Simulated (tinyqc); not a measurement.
# Domain walls in a thin film with perpendicular anisotropy: Bloch, Neel and chiral walls, motion and stripe domains, step by step

A worked calculation. Computed by tinyqc, a small Python program that keeps every step. Command: `OMP_NUM_THREADS=1 python tinyqc.py 3018920 3018921 out.jsonl mwall walk`. One thread of a shared host (Intel(R) Xeon(R) Processor @ 2.30GHz), about 0.01 s of CPU time with the checks. Intermediate numbers are printed to about 6 digits and carried at full precision; extremes and crossings named in words are read from the listed rows.

One-dimensional wall: polar angle theta(x), azimuth phi of the moment in the wall (phi = 0 Neel, 90 degrees Bloch). mu_0 = 1.25663706212e-6 T m/A, gamma = 1.76085963023e11 rad/(s T).

Inputs (values chosen for the exercise, for a model film):
```
quantity                      value        unit
saturation magnetisation M_s   1050        kA/m
exchange stiffness A              9        pJ/m
uniaxial anisotropy K_u         757      kJ/m^3
DMI constant D                 0.05      mJ/m^2
thickness t                    0.94          nm
damping alpha                 0.037           -
current density J               2.4  1e12 A/m^2
spin Hall angle theta_SH       0.22           -
```

Drive: spin-orbit torque.

Constants: hbar = 1.054571817e-34 J s; e = 1.602176634e-19 C.

## Width and energy of the Bloch wall

K_eff = K_u - mu_0 M_s^2/2; Delta = sqrt(A/K_eff); sigma_0 = 4 sqrt(A K_eff); profile theta = 2 arctan exp(x/Delta); quality factor Q = 2 K_u/(mu_0 M_s^2).

K_eff = 64.2788 kJ/m^3

width parameter Delta = 11.8328 nm

sigma_0 = 3.04239 mJ/m^2

quality factor Q = 1.09279

## Bloch or Neel

sigma(phi) = sigma_0 + 2 Delta K_D cos^2(phi) - pi D cos(phi), with the wall shape anisotropy K_D = N_x mu_0 M_s^2/2, N_x = t ln 2/(pi Delta). The minimum has cos(phi) = D/D_N for D < D_N = 4 Delta K_D/pi and phi = 0 beyond; sigma turns negative at D_c = (sigma_0 + 2 Delta K_D)/pi.

K_D = 12.1416 kJ/m^3

D_N = 0.182925 mJ/m^2

azimuth phi = 74.1371 degrees

wall energy sigma = 3.02092 mJ/m^2

D_c = 1.05989 mJ/m^2

A mixed wall, between Bloch and Neel. D is 0.05 of D_c.

## Velocity under current

Spin-orbit drive: B_SL = hbar theta_SH J/(2 e M_s t) acts as the field (pi/2) B_SL cos(phi). Steady state: v = (gamma Delta/alpha)(pi/2) B_SL cos(phi) = gamma Delta [B_D sin(phi) - (B_K/2) sin(2 phi)], B_K = 2 K_D/M_s, B_D = pi D/(2 M_s Delta); the root with phi between its rest value and 90 degrees; v saturates at v_D = gamma Delta B_D.

B_SL = 176.057 mT

azimuth in motion = 89.9517 degrees

velocity = 13.1306 m/s

saturation velocity v_D = 13.1712 m/s

v is 100 % of v_D: the wall has turned towards Bloch, where the torque loses its grip. Caution: pinning, heating and tilting of the wall are left out.

## Velocity against current

The formulas are those given above.

Steady motion:
```
J (1e12 A/m^2)  B_SL (mT)  phi (degrees)  v (m/s)  v at fixed rest phi (m/s)
0.02                1.467        85.7641   9.5857                      35.47
0.05                3.668        87.9755  11.4617                      88.68
0.10                7.336        88.9175  12.2587                     177.37
0.20               14.671        89.4393  12.6991                     354.73
0.50               36.678        89.7708  12.9783                     886.83
1.00               73.357        89.8846  13.0741                    1773.66
2.00              146.714        89.9421  13.1225                    3547.31
5.00              366.785        89.9768  13.1517                    8868.28
```

The linear law holds to 5 % in 0 of the eight rows; in the last row v is 99.9 % of v_D = pi gamma D/(2 M_s), which depends on neither alpha nor theta_SH.

## Stripe domains

Dipolar length l = sigma/(mu_0 M_s^2); for t much smaller than the period the domain width is w = 0.955 t exp(pi l/t) (Kaplan and Gehring), given as log10 of w in nm.

dipolar length l = 2.18048 nm

log10 of the domain width in nm = 3.11801

Equilibrium domains are about 1300 nm wide.

## Raising D

The formulas are those given above.

Wall against D; the last column is the Kaplan-Gehring width, log10[0.955 t exp(pi sigma/(mu_0 M_s^2 t))/nm], with a dash where it falls below 10 Delta and the formula fails:
```
D (mJ/m^2)  phi (degrees)  sigma (mJ/m^2)  sigma/sigma_0  log10 domain width
0.037             78.3303         3.03064       0.996136             3.12819
0.091             60.1671         2.97128       0.976627             3.06601
0.150             34.9142         2.84918       0.936494             2.93809
0.210              0.0000         2.66999       0.877597             2.75036
0.420              0.0000         2.01026       0.660750                   -
0.640              0.0000         1.31911       0.433577                   -
0.850              0.0000         0.65938       0.216729                   -
0.950              0.0000         0.34522       0.113469                   -
```

D_N is 17 % of D_c, so a small D fixes the chirality long before it lowers the energy much. Beyond D_N sigma falls by pi per unit of D, and the domain width, which has sigma in an exponent, drops by 0.4 decades over the valid rows (values above 6 mean a single domain in any device).

Checks made by the program: sigma_0 against the integral over the profile (relative difference below 1e-10).
